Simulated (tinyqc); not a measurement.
MOSFET in the linear regime without short-channel effects, parameter extraction from computed curves: one step of the calculation.

Inversion charge Q = Cox n Vt W0(exp((Vg - VT)/(n Vt))), W0 the Lambert function and n = nf; u = Q/Cox; mobility mu = mu0/(1 + th1 u + th2 u^2); channel resistance Rch = (L - dL)/(W mu Q); Id = Vd/(Rch + Rsd/W). Cox = eps0 eox/tox. Small Vd, no channel-length or drain effects.

Task. Transfer curve. u, mu, Rch and Id as defined.

Parameters, values chosen for the exercise; channel values of the order met in silicon transistors: temperature T = 200 K; relative permittivity of the gate insulator (close to silicon dioxide) eox = 3.9; insulator thickness tox = 5.3 nm; low-field mobility mu0 = 230 cm^2/(V s); first mobility attenuation factor th1 = 0.63 1/V; second mobility attenuation factor th2 = 0 1/V^2; threshold voltage VT = 0.36 V; body factor nf = 1.31; gate width W = 10 um; drawn gate length L = 0.048 um; drawn less effective length dL = 0.007 um; source plus drain resistance Rsd = 130 ohm um; drain voltage Vd = 0.025 V.

Constants: q = 1.602176634e-19 C, kB = 1.380649e-23 J/K, Vt = kB T/q, eps0 = 8.8541878128e-14 F/cm where lengths are in cm. Results are converted to the units shown.

Vg, point 0 to 8 (V): 0.12  0.24  0.36  0.48  0.6  0.72  0.84  0.96  1.08

Give: u; mu; Rch; Id.

Result.

```
point	u (V)	mu (cm^2/(V s))	Rch (ohm)	Id (uA)
0	5.4585e-7	230.00	5.0124e7	4.9876e-4
1	1.1047e-4	229.98	2.4768e5	0.10093
2	0.012805	228.16	2154.0	11.537
3	0.089025	217.79	324.57	74.059
4	0.19171	205.22	159.96	144.55
5	0.30148	193.29	107.99	206.63
6	0.41431	182.39	83.275	259.67
7	0.52880	172.52	68.977	304.96
8	0.64434	163.59	59.699	343.88
```

Computed by the program tinyqc: `OMP_NUM_THREADS=1 python tinyqc.py 2210104 2210105 out.jsonl`, one thread of a shared Intel Xeon 2.30GHz, about 0.01 s for the whole run.
